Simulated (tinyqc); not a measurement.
Free and trapped electrons in a MOS channel with a dense trap tail: two steps of the calculation.

p-type body, charge-sheet picture, full ionisation (an idealisation for deep acceptors), Boltzmann statistics for free electrons. e = Ec - EF at the surface. Acceptor-like traps of density D(E) = D0 + De exp(-E/Ew) at depth E below Ec, from 0 to Eu, hold n_t = integral of D(E)/(1 + exp((e - E)/Vt)). psi = Eg - Vt ln(Nv/Na) - e; N_dep = sqrt(2 eps0 eps_r Na (psi - Vt)/q); n_f = sqrt(N_dep^2 + 2 eps0 eps_r Vt Nc exp(-e/Vt)/q) - N_dep; Vg = Vfb + psi + q (N_dep + n_t + n_f)/Cox, Cox = eps0 eox/tox.

Parameters, values chosen for the exercise; band and dielectric values close to those of 4H silicon carbide:
```
symbol    value         unit                                             meaning
T           300            K                                         temperature
Eg          3.3           eV                                            band gap
eps_r      9.77                                            relative permittivity
Nc      1.71e19        cm^-3              conduction-band density of states at T
Nv      2.54e19        cm^-3                 valence-band density of states at T
eox         3.9                           relative permittivity of the insulator
tox          30           nm                                 insulator thickness
Na       5.8e16        cm^-3                                    acceptor density
Vfb       -2.05            V            flat-band voltage without trapped charge
D0       6.1e10  cm^-2 eV^-1  constant background density of acceptor-like traps
De       4.4e13  cm^-2 eV^-1          density of the tail at the conduction edge
Ew         0.12           eV                            decay energy of the tail
Eu         0.71           eV        depth below Ec down to which the traps reach
mf           86   cm^2/(V s)                          mobility of free electrons
e         0.062           eV                              Ec - EF at the surface
```

Constants: q = 1.602176634e-19 C, kB = 1.380649e-23 J/K, Vt = kB T/q, eps0 = 8.8541878128e-14 F/cm where lengths are in cm. Results are converted to the units shown.

Task 1. Trapped charge. Trapezoid rule on 16 equal steps from 0 to Eu, f = 1/(1 + exp((e - E)/Vt)).

Find: E; D(E) f; n_t.

Result 1.

E, point 0 to 16 (eV): [0, 0.04437, 0.08875, 0.1331, 0.1775, 0.2219, 0.2662, 0.3106, 0.3550, 0.3994, 0.4437, 0.4881, 0.5325, 0.5769, 0.6212, 0.6656, 0.7100]
D(E) f, point 0 to 16 (cm^-2 eV^-1): [3.670e12, 1.023e13, 1.554e13, 1.370e13, 9.971e12, 6.972e12, 4.844e12, 3.366e12, 2.345e12, 1.639e12, 1.151e12, 8.141e11, 5.813e11, 4.205e11, 3.094e11, 2.326e11, 1.795e11]
n_t = 3.285e12 cm^-2

Task 2. Charges and gate voltage. psi, N_dep, n_f and Vg as defined, with the n_t given; free share n_f/(n_f + n_t); apparent mobility mf n_f/(n_f + n_t); gate voltage spent on traps q n_t/Cox.

n_t = 3.2854702e12 cm^-2

Wanted: psi; N_dep; n_f; Vg; free share; apparent mobility; gate voltage spent on traps.

Result 2.

psi = 3.081 V
N_dep = 1.383e12 cm^-2
n_f = 1.488e11 cm^-2
Vg = 7.736 V
free share = 4.333 %
apparent mobility = 3.726 cm^2/(V s)
gate voltage spent on traps = 4.573 V

Numbers from tinyqc (`OMP_NUM_THREADS=1 python tinyqc.py 2222061 2222062 out.jsonl`; about 0.02 s on one thread of a shared Intel Xeon 2.30GHz).
